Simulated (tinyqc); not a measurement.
Doping and thickness from pinch-off voltage and conductance.

Inverse problem. A uniform channel has Vp = q Nd a^2/(2 eps0 eps_r) and G0 = 2 q mu Nd a W/L. Find a and Nd.

Parameters, values chosen for the exercise; material values close to those of gallium arsenide:
```
symbol  value        unit                                     meaning
eps_r    12.8              relative permittivity of the semiconductor
mu       4600  cm^2/(V s)           low-field mobility at this doping
L           1          um                                 gate length
W         100          um                                  gate width
```

Constants: q = 1.602176634e-19 C, eps0 = 8.8541878128e-14 F/cm where lengths are in cm. Results are converted to the units shown.

Vp = 1.7229248 V
G0 = 143.71524 mS

Answer. G0 gives the product Nd a and Vp gives Nd a^2; their ratio is a.

a = 250.0 nm
Nd = 3.900e16 cm^-3

Computed by the program tinyqc: `OMP_NUM_THREADS=1 python tinyqc.py 2500031 2500032 out.jsonl`, one thread of a shared Intel Xeon 2.30GHz, about 0.06 s for the whole run.
